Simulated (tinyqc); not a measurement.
Worked calculation: CISD on RHF in the sto-6g basis, for H2, spin multiplicity 1. Computed by tinyqc, a small Python program that keeps every step (integrals from PySCF). Settings: charge = 0, multiplicity = 1, basis = sto-6g, method = RHF, energy threshold = 1e-10, iteration cap = 88, orthogonalisation = symmetric, start = atomic densities, DIIS depth = 6, ci = CISD, davidson = 1. Command: `OMP_NUM_THREADS=1 python tinyqc.py 27453 27454 out.jsonl` (the two numbers bound the seeds that draw the settings). One thread of a shared host (Intel(R) Xeon(R) Processor @ 2.60GHz), about 0.06 s of CPU time with the checks. The early iterations of the SCF are left out here.

## One-electron integrals

Geometry (angstrom):
```
atom        x        y        z
H     0.00000  0.00000  0.00000
H     0.00000  0.00000  0.64400
```

Basis sto-6g: exponents (1/bohr^2) and contraction coefficients of normalised primitives:
```
element  l (shell)  exponent  coefficient
H            s (1)  35.52322      0.00916
H            s (1)   6.51314      0.04936
H            s (1)   1.82214      0.16854
H            s (1)   0.62596      0.37056
H            s (1)   0.24308      0.41649
H            s (1)   0.10011      0.13033
```

Overlap, kinetic and nuclear-attraction integrals over the contracted functions; the nuclear repulsion is the sum of Za Zb / Rab.

nuclear repulsion = 0.8217037 hartree

overlap S, order 1H 1s, 2H 1s:
```
[[1.00000, 0.72264],
 [0.72264, 1.00000]]
```

kinetic energy T (hartree), order 1H 1s, 2H 1s:
```
[[0.76852, 0.29746],
 [0.29746, 0.76852]]
```

nuclear attraction V (hartree), order 1H 1s, 2H 1s:
```
[[-1.96046, -1.37577],
 [-1.37577, -1.96046]]
```

core Hamiltonian H = T + V (hartree), order 1H 1s, 2H 1s:
```
[[-1.19194, -1.07832],
 [-1.07832, -1.19194]]
```

## Two-electron integrals

Functions are numbered as in S; the eight-fold symmetry (ij|kl) = (ji|kl) = (kl|ij) leaves the list below.

Two-electron integrals (ij|kl) in chemists' order, unique and non-zero (hartree):
```
(11|11) 0.77500   (21|11) 0.50036   (21|21) 0.36517   (22|11) 0.60654
(22|21) 0.50036   (22|22) 0.77500
```

## Orthogonalisation

S = U s U^T; symmetric (Loewdin) form X = U s^(-1/2) U^T, so that X^T S X = 1.

eigenvalues of S: [0.27736, 1.72264]

X, order 1H 1s, 2H 1s:
```
[[1.33036, -0.56845],
 [-0.56845, 1.33036]]
```

## Iteration 3 (converged): orbitals

converged F (hartree), order 1H 1s, 2H 1s:
```
[[-0.43042, -0.64593],
 [-0.64593, -0.43042]]
```

Diagonalise F' = X^T F X, C = X C', fill 1 alpha and 1 beta electrons from the bottom; D = 2 C_occ C_occ^T. Each column has its largest component positive (the first on a tie).

F' = X^T F X (hartree):
```
[[0.07608, -0.70091],
 [-0.70091, 0.07608]]
```

orbital energies (hartree): [-0.62483, 0.77699]

coefficients C, order 1H 1s, 2H 1s:
```
[[0.53875, 1.34266],
 [0.53875, -1.34266]]
```

D after iteration 3, order 1H 1s, 2H 1s:
```
[[0.58050, 0.58050],
 [0.58050, 0.58050]]
```

## Convergence

Stop when the energy changes by less than 1e-10 hartree and every element of the error matrix X^T (F D S - S D F) X is below 3e-06.

Course of the cycle:
```
iteration  E (hartree)     change  largest element of the error matrix
1           -0.8104767          -                             8.39e-16
2           -1.1210095  -3.11e-01                             3.21e-16
3           -1.1210095   8.88e-16                              0.00000
```

PySCF RHF in the same basis = -1.1210095 hartree

Converged in 3 iterations.

## Integrals over molecular orbitals

(pq|rs) = sum C_ip C_jq C_kr C_ls (ij|kl), one index at a time.

one-electron integrals over orbitals h = C^T H C (hartree):
```
[[-1.31789, 0.00000],
 [0.00000, -0.40965]]
```

Two-electron integrals over orbitals (pq|rs), unique and non-zero (hartree):
```
(11|11) 0.69306   (21|21) 0.17629   (22|11) 0.68147   (22|22) 0.71776
```

## CISD: determinants and Hamiltonian

Hartree-Fock energy = -1.1210095 hartree

Slater-Condon rules over spin orbitals, with the nuclear repulsion added and E(HF) subtracted on the diagonal. Only determinants linked to the reference directly or through others are kept (one block of an abelian symmetry group), so some states are absent.

Occupation strings over the orbitals (2 doubly, a alpha, b beta, 0 empty; spin orbitals ordered 1a 1b 2a 2b ...): 20 02

H - E(HF) between determinants (hartree), order 20, 02:
```
[[0.00000, 0.17629],
 [0.17629, 1.84117]]
```

## CISD: roots

Diagonalise (each vector has its largest component positive (the first on a tie)); all determinants have Ms = 0, so triplets appear too. The lowest singlet root is the correlation energy.

lowest roots of this matrix, relative to E(HF) (hartree): [-0.01673, 1.85790]

lowest vectors, order 20, 02:
```
[[0.99553, 0.09446],
 [-0.09446, 0.99553]]
```

<S^2> of these roots: [0.00000, 0.00000]

weight of the ground state by excitation level 0, 1, 2, ...: [0.99108, 0.00000, 0.00892]

With one virtual orbital singles and doubles already span the full space.
